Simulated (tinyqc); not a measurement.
# Worked calculation: an infinitely deep well in a field (quantum-confined Stark shift), Airy functions

Program tinyqc, `OMP_NUM_THREADS=1 python tinyqc.py 2580031 2580032 out.jsonl`; Intel Xeon 2.30GHz, shared host, one thread, about 0.02 s. Printed values are rounded.

Hard walls at x = -L/2 and +L/2; between them U(x) = -F x (eV, zero at the centre). C = hbar^2/(2 m0), e = (C F^2/m1)^(1/3), z1 = (F L/2 - E)/e at the left wall and z2 = (-F L/2 - E)/e at the right wall. Levels are the roots of D(E) = Ai(z1) Bi(z2) - Ai(z2) Bi(z1).

Parameters, values chosen for the exercise: mass m1 = 0.084 m0; well width L = 6.2 nm; field F = 0.036 V/nm; level sought n = 1.

Constants: q = 1.602176634e-19 C, hbar = 1.054571817e-34 J s, m0 = 9.1093837015e-31 kg, hbar^2/(2 m0) = 0.0380998212 eV nm^2. Results are converted to the units shown.

## Level without field and second-order shift

E_n(0) = C (n pi/L)^2/m1; second-order shift m1 F^2 L^4 (1 - 15/(pi n)^2)/(48 C pi^2 n^2).

E_n(0) = 0.116456 eV
second-order shift = -4.63274 meV
F L/E_1(0) = 1.91661

## Step 1: secant step for the level

first trial energy = 0.1165 eV
second trial energy = 0.1107 eV

Secant step from the last two trial energies, E_a the older and E_b the newer: next = E_b - D(E_b) (E_b - E_a)/(D(E_b) - D(E_a)).

D(E_a) = 0.0169967
D(E_b) = -0.00438962
third trial energy = 0.111890 eV

## Step 2: secant step for the level

As before.

D(E_a) = -0.00438962
D(E_b) = 1.30935e-4
fourth trial energy = 0.111856 eV

## Course of the secant iteration

Stop when E changes by less than 1e-10 eV and the root is level n (n - 1 nodes between the walls). E_a and E_b start as the two trial energies.

Course of the iteration:
```
step    E (eV)  change (eV)
1     0.111890      1.19e-3
2     0.111856      3.45e-5
3     0.111856      2.55e-7
4     0.111856     5.66e-11
```

Converged in 4 steps to level 1.

## Stark shift

Exact shift E_n(F) - E_n(0), and the mean position <x> = -dE_n/dF. E_n(0) = C (n pi/L)^2/m1; second-order shift m1 F^2 L^4 (1 - 15/(pi n)^2)/(48 C pi^2 n^2).

E_n = 0.111856 eV
shift = -4.59977 meV
<x> = 0.25374 nm

The second-order estimate is 0.72 % above the exact shift in size.
